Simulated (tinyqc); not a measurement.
One anharmonic mode: perturbation theory, self-consistent phonons and exact levels: one step, computed by the program tinyqc.

V(x) = k x^2/2 + b x^4 for one coordinate x of mass M. A constant K > 0 gives hbar Omega = sqrt((hbar^2/u) K/M) with K in eV/angstrom^2 and M in u.

Task: Harmonic values and first-order shift. <x^2> = (hbar Omega/(2K)) coth(hbar Omega/(2 k_B T)) at K = k; first order in b shifts the quantum by 6 b <x^2> hbar Omega/k.

Inputs (values chosen for the exercise, for a model mode):
```
quantity             value           unit
mode mass M           9.86              u
harmonic constant k   2.66  eV/angstrom^2
quartic constant b     4.6  eV/angstrom^4
temperature T          100              K
```

Shape: single well.

Constants: hbar^2/u = 4.18015928e-03 eV angstrom^2; k_B = 8.617333262e-05 eV/K.

Give: harmonic quantum; harmonic <x^2>; first-order shift.

Result:

harmonic quantum = 33.58 meV

harmonic <x^2> = 0.006574 angstrom^2

first-order shift = 2.291 meV
